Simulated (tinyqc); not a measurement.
Surface Green function of a two-leg ladder, Sancho-Rubio decimation: two steps of the calculation.

A semi-infinite lead of cells 0, 1, 2, ... with H0 inside a cell and H1 = <cell i|H|cell i + 1>. One rung (site 1 on leg a, site 2 on leg b) is a cell; all hoppings enter with a minus sign. z = E + i eta.

Inputs (values chosen for the exercise): energy E = 1.71 eV; broadening eta = 0.01 eV.

Task 1. Decimation. Start with e_s = e = H0, a = H1, b = H1^dagger. Each round: g = (z - e)^(-1); e_s <- e_s + a g b; e <- e + a g b + b g a; a <- a g a; b <- b g b (all with the old a, b). Round k joins cells 2^k apart.

e_s after round 2 (eV):
```
	1	2
1	-1.0531392-0.1906688i	-0.0226913+0.1697211i
2	-0.0226913+0.1697211i	-0.3660769-0.1536970i
```

e after round 2 (eV):
```
	1	2
1	-3.2563784-0.5212828i	1.2931588+0.3308617i
2	1.2931588+0.3308617i	-0.8034498-0.2338828i
```

a after round 2 (eV):
```
	1	2
1	1.8142183+0.2454343i	-0.9020377-0.1210990i
2	-1.6055150-0.2215391i	0.8480879+0.1086242i
```

b after round 2 (eV):
```
	1	2
1	1.8142183+0.2454343i	-1.6055150-0.2215391i
2	-0.9020377-0.1210990i	0.8480879+0.1086242i
```

Wanted: g; e_s after round 3; e after round 3; a after round 3; b after round 3.

Result 1.

g (1/eV):
```
	1	2
1	0.2308-0.0136i	0.1217+0.0116i
2	0.1217+0.0116i	0.4568-0.0223i
```

e_s after round 3 (eV):
```
	1	2
1	-0.3062-0.0916i	-0.6935+0.0812i
2	-0.6935+0.0812i	0.2374-0.0746i
```

e after round 3 (eV):
```
	1	2
1	-1.258-0.252i	-0.026+0.158i
2	-0.026+0.158i	0.136-0.113i
```

a after round 3 (eV):
```
	1	2
1	0.8870+0.1078i	-0.4508-0.0522i
2	-0.8109-0.0978i	0.4130+0.0473i
```

b after round 3 (eV):
```
	1	2
1	0.8870+0.1078i	-0.8109-0.0978i
2	-0.4508-0.0522i	0.4130+0.0473i
```

Task 2. Self-energy, Dyson check and densities of states. Sigma = H1 g_s H1^dagger is what the lead adds to one more cell, and (z - H0 - Sigma)^(-1) must give g_s back. Densities of states: -Im of the diagonals over pi.

H0 (eV):
```
	1	2
1	0	-1.39
2	-1.39	0.68
```

H1 (eV):
```
	1	2
1	-1	-0.24
2	0	-0.54
```

converged surface Green function g_s (1/eV):
```
	1	2
1	0.14461505-0.66315004i	0.26055666+0.79652052i
2	0.26055666+0.79652052i	0.16003682-0.96146104i
```

converged bulk Green function (1/eV):
```
	1	2
1	0.15606638-0.31464003i	0.23811028+0.39763958i
2	0.23811028+0.39763958i	0.33287581-0.52486387i
```

Find: Sigma; (z - H0 - Sigma)^(-1); surface density of states; bulk density of states.

Result 2.

Sigma (eV):
```
	1	2
1	0.2789-0.3362i	0.1614+0.3055i
2	0.1614+0.3055i	0.0467-0.2804i
```

(z - H0 - Sigma)^(-1) (1/eV):
```
	1	2
1	0.1446-0.6632i	0.2606+0.7965i
2	0.2606+0.7965i	0.1600-0.9615i
```

```
orbital	surface density of states (1/eV)	bulk density of states (1/eV)
1	0.2111	0.1002
2	0.3060	0.1671
```

tinyqc, about 0.05 s, one thread, Intel Xeon 2.30GHz (shared host): `OMP_NUM_THREADS=1 python tinyqc.py 2680021 2680022 out.jsonl`
